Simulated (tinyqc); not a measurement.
Three-band tight binding of a dichalcogenide monolayer, step by step. Values are carried at full precision from step to step, so a last printed digit may differ when a step is redone from the rounded ones.

Basis dz2, dxy, dx2-y2 on a triangular lattice, nearest neighbours; alpha = kx a/2, beta = sqrt3 ky a/2. h0 = e1 + 2 t0 (cos 2alpha + 2 cos alpha cos beta); h1 = -2 sqrt3 t2 sin alpha sin beta + 2i t1 (sin 2alpha + sin alpha cos beta); h2 = 2 t2 (cos 2alpha - cos alpha cos beta) + 2i sqrt3 t1 cos alpha sin beta; h11 = e2 + 2 t11 cos 2alpha + (t11 + 3 t22) cos alpha cos beta; h22 = e2 + 2 t22 cos 2alpha + (3 t11 + t22) cos alpha cos beta; h12 = sqrt3 (t22 - t11) sin alpha sin beta + 4i t12 sin alpha (cos alpha - cos beta) + i lam sz. H = [[h0, h1, h2], [., h11, h12], [., ., h22]], Hermitian; the lowest band of each spin is filled. K = (4 pi/3a, 0), M = (pi/a, pi/(sqrt3 a)).

Parameters, chosen for this exercise (near a published set for monolayer MoSe2; shifted at random, so the results belong to these values and not to a real crystal): a = 3.324 angstrom (lattice constant); e1 = 0.921 eV (level of dz2); e2 = 2.048 eV (level of dxy and dx2-y2); t0 = -0.191 eV (hopping); t1 = 0.309 eV (hopping); t2 = 0.463 eV (hopping); t11 = 0.215 eV (hopping); t12 = 0.296 eV (hopping); t22 = 0.133 eV (hopping); lam = 0.092 eV (spin-orbit constant); sz = 1 (spin); k = (0.82, 0.4) 1/angstrom (wave vector).

## H at one k

Form alpha, beta and the matrix.

alpha, beta (rad): 1.36284  1.15147

H (eV):
```
                    z2               xy            x2-y2
z2              1.2062  -1.4334+0.4959i  -0.9249+0.2019i
xy     -1.4334-0.4959i           1.7063  -0.1269-0.1405i
x2-y2  -0.9249-0.2019i  -0.1269+0.1405i           1.8701
```

## Levels and weights

Diagonalise H.

levels (eV): -0.3879  1.9483  3.2221

weights:
```
       band 1  band 2  band 3
z2      0.556   0.006   0.438
xy      0.321   0.282   0.398
x2-y2   0.123   0.713   0.164
```

## Closed forms at K and Gamma

Three-band model of dz2 (level e1) and dxy, dx2-y2 (level e2), spin sz = +/-1; t1 and t2 drop out at these points. At K: e2 - (3/2)(t11 + t22) - 3 sqrt3 t12 + lam sz (valence), e1 - 3 t0 (conduction), e2 - (3/2)(t11 + t22) + 3 sqrt3 t12 - lam sz. At Gamma: e1 + 6 t0 (valence) and e2 + 3 (t11 + t22) -/+ lam.

Levels (eV):
```
point          band 1  band 2  band 3
K, spin up     0.0799  1.4940  2.9721
K, spin down  -0.1041  1.4940  3.1561
Gamma         -0.2250  3.0000  3.1840
```

smallest direct gap at K = 1.4141 eV
Ev(K) - Ev(Gamma) = 0.3049 eV

Of the two points, the valence band is higher at K, by 305 meV. The dz2 conduction state at K has no atomic orbital angular momentum (Lz = 0) and is not split at this order.

## Bands for both spins

The two lowest bands at the points named.

Levels (eV):
```
k           v, up   c, up  v, down  c, down
G         -0.2250  3.0000  -0.2250   3.0000
G-K 0.25  -0.2059  2.8344  -0.2172   2.8692
G-K 0.5   -0.2501  2.6479  -0.3115   2.6532
G-K 0.6   -0.2680  2.4912  -0.3532   2.4310
G-K 0.75  -0.1916  2.0350  -0.3143   1.9886
G-K 0.9    0.0073  1.6056  -0.1600   1.5918
K          0.0799  1.4940  -0.1041   1.4940
K-M 0.5   -0.2217  1.8176  -0.3330   1.7943
M         -0.4379  1.8625  -0.4379   1.8625
M-G 0.5   -0.2448  2.4684  -0.2448   2.4684
```

The spins are degenerate from M to Gamma, since a vertical mirror plane holds this line and flips sz, and the valence splitting is largest at K (184 meV). The lowest conduction level listed is at K. With nearest neighbours alone the model is made for the neighbourhood of K.

## Checks

- Closed forms at K against the matrix: they agree to 1e-10 or better.

Computed by tinyqc, a small Python program: `OMP_NUM_THREADS=1 python tinyqc.py 1451864 1451865 out.jsonl` (the numbers bound the seed that draws the inputs); one thread of a shared host (Intel(R) Xeon(R) Processor @ 2.30GHz), about 0.01 s for the whole set of steps.
